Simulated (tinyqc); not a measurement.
Lattice vibrations of a chain, step by step. One step of it, computed by the program tinyqc.

Question. Frequencies. omega^2 are the eigenvalues; wavenumber = 521.4708 sqrt(eigenvalue) 1/cm.

D(q) (eV/(angstrom^2 u)), lower triangle (Hermitian):
```
                     1                    2          3         4
1             1.070968
2            -0.571290             0.888218
3  -0.353761-0.194482i            -0.543906   3.473684
4  -0.108225-0.170535i  -0.075808-0.041676i  -0.122370  0.219355
```

Give: eigenvalues; wavenumbers; weights |e|^2 of the mass-weighted modes.

Answer.

eigenvalues: 0.027  0.446  1.555  3.623

wavenumbers (1/cm): 86.4  348.3  650.3  992.6

weights |e|^2 of the mass-weighted modes:
```
        mode 1  mode 2  mode 3  mode 4
atom 1   0.202   0.187   0.596   0.015
atom 2   0.211   0.368   0.391   0.030
atom 3   0.021   0.020   0.005   0.954
atom 4   0.566   0.426   0.007   0.001
```
